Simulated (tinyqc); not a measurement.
# Interface traps from C-V curves, high-low and Terman methods, step by step

Numbers from tinyqc (`OMP_NUM_THREADS=1 python tinyqc.py 2030114 2030115 out.jsonl`; about 0.01 s on one thread of a shared Intel Xeon 2.30GHz). Printed values are rounded.

MOS capacitor on an n-type substrate; psi is the band bending, negative in depletion; only majority carriers are counted. At the bending psi the Fermi level lies y = xi - psi below the conduction edge at the surface, xi = Vt ln(Nc/Nd). Dit(y) = D0 + D1 exp(-y/E1); traps fill up to the Fermi level, follow the bias and a slow signal, and do not follow a fast one. V is the gate voltage from flat band.

Values chosen for this exercise; band and dielectric values close to those of gallium arsenide:
```
symbol,value,unit,meaning
T,300,K,temperature
eps_r,13,,relative permittivity
Nc,4.42e17,cm^-3,conduction-band density of states at T
Nd,4.4e16,cm^-3,donor density
EOT,24,nm,equivalent oxide thickness
D0,4.1e10,cm^-2 eV^-1,trap density far from the band edge
D1,1.9e11,cm^-2 eV^-1,band-tail density at the conduction edge
E1,0.13,eV,decay energy of the tail
n,7,,points
pa,-0.9,V,deepest band bending
pb,-0.039,V,shallowest band bending
```

Constants: q = 1.602176634e-19 C, kB = 1.380649e-23 J/K, Vt = kB T/q, eps0 = 8.8541878128e-14 F/cm where lengths are in cm. Results are converted to the units shown.

Range of the model: Traps more than about 25 kB T below the conduction edge emit electrons too slowly to follow an ordinary sweep, so the deepest points are idealised.

## The curves

Cox = 3.9 eps0/EOT, LD = sqrt(eps0 eps_r Vt/(q Nd)), u = psi/Vt, Cd = (eps0 eps_r/(sqrt(2) LD)) |exp(u) - 1|/sqrt(exp(u) - u - 1). Ideal V0 = psi - sqrt(2) (eps0 eps_r Vt/LD) sqrt(exp(u) - u - 1)/Cox for psi < 0; the traps add dV = (q/Cox) times the integral of Dit from 0 to psi = (q/Cox) [D0 psi + D1 E1 exp(-xi/E1) (exp(psi/E1) - 1)]. 1/C_HF = 1/Cox + 1/Cd, 1/C_LF = 1/Cox + 1/(Cd + q Dit). Take n equally spaced psi from pa to pb.

| point | psi (V) | y (eV) | Dit (cm^-2 eV^-1) | V0 (V) | V (V) | C_HF (nF/cm^2) | C_LF (nF/cm^2) |
|---|---|---|---|---|---|---|---|
| 0 | -0.900000 | 0.959644 | 4.11183e10 | -1.72781 | -1.78627 | 46.2350 | 49.1777 |
| 1 | -0.756500 | 0.816144 | 4.13566e10 | -1.51332 | -1.56519 | 49.0921 | 51.8833 |
| 2 | -0.613000 | 0.672644 | 4.20756e10 | -1.29144 | -1.33666 | 52.6868 | 55.3168 |
| 3 | -0.469500 | 0.529144 | 4.42436e10 | -1.05924 | -1.09759 | 57.4475 | 59.9321 |
| 4 | -0.326000 | 0.385644 | 5.07819e10 | -0.81107 | -0.84193 | 64.3030 | 66.7164 |
| 5 | -0.182500 | 0.242144 | 7.04997e10 | -0.53296 | -0.55440 | 75.9319 | 78.3610 |
| 6 | -0.039000 | 0.098644 | 1.29964e11 | -0.16062 | -0.16690 | 102.889 | 104.512 |

Cox = 143.881 nF/cm^2

At the deepest bending the traps stretch the gate voltage from -1.73 to -1.79 V.

## High-low extraction

q Dit = (1/C_LF - 1/Cox)^(-1) - (1/C_HF - 1/Cox)^(-1) at each point.

| point | Dit by high-low (cm^-2 eV^-1) |
|---|---|
| 0 | 4.11183e10 |
| 1 | 4.13566e10 |
| 2 | 4.20756e10 |
| 3 | 4.42436e10 |
| 4 | 5.07819e10 |
| 5 | 7.04997e10 |
| 6 | 1.29964e11 |

With a true high-frequency curve this returns Dit exactly.

## Terman extraction

psi at each point follows from C_HF and the ideal curve. Dit = (Cox/q) d(V - V0)/dpsi by central differences over the two neighbours.

Dit by Terman, point 1 to 5 (cm^-2 eV^-1): [4.14336e10, 4.23077e10, 4.49436e10, 5.28930e10, 7.68662e10]

The differences overstate the curved tail; the largest error is 9.0 %, at point 5.
